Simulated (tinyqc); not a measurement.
# Subthreshold parameters from three currents

Inverse problem. Far below threshold and for Vds well above Vt the virtual-source current tends to I = Cinv n Vt vx0 exp((Vgs - VT0 + dl Vds + al Vt)/(n Vt)) per width, with constant n; the three currents follow this limit. Find n, dl and VT0.

Values chosen for this exercise:

| symbol | value | unit | meaning |
|---|---|---|---|
| T | 300 | K | temperature |
| Cinv | 2.9 | uF/cm^2 | inversion capacitance |
| vx0 | 5.73e6 | cm/s | velocity at the virtual source |
| al | 3.5 |  | threshold shift (in units of Vt) from weak to strong inversion |

Constants: q = 1.602176634e-19 C, kB = 1.380649e-23 J/K, Vt = kB T/q. Results are converted to the units shown.

I at (Vgs, Vds) = (-0.2, 0.3), (-0.12, 0.3) and (-0.2, 1) V (nA/um): 0.37049992  3.3786707  4.6680950

Solution. The first two currents differ in Vgs alone and give n; the first and third differ in Vds alone and give dl; the size of the first then gives VT0.

n = 1.400
dl = 0.1310 V/V
VT0 = 0.3640 V

Numbers from tinyqc (`OMP_NUM_THREADS=1 python tinyqc.py 2380168 2380169 out.jsonl`; about 0.01 s on one thread of a shared Intel Xeon 2.30GHz).
